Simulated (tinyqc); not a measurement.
Permittivity and interlayer from two capacitances.

Problem. A two-layer stack has Cox = eps0/(t1/e1 + t2/e2) and EOT = 3.9 eps0/Cox. Find e2, the EOT of layer 1 and, with e1 given, t1.

Inputs (values chosen for the exercise): relative permittivity of layer 1 e1 = 3.88.

Constants: eps0 = 8.8541878128e-14 F/cm where lengths are in cm. Results are converted to the units shown.

Cox at t2 = 2.2 and 8 nm (uF/cm^2): [4.1284214, 2.0116295]

Answer. EOT is linear in t2 with slope 3.9/e2, and its intercept is the EOT of layer 1.

e2 = 25.70
EOT of layer 1 = 0.5026 nm
t1 = 0.5000 nm

Numbers from tinyqc (`OMP_NUM_THREADS=1 python tinyqc.py 2010128 2010129 out.jsonl`; about 0.01 s on one thread of a shared Intel Xeon 2.30GHz).
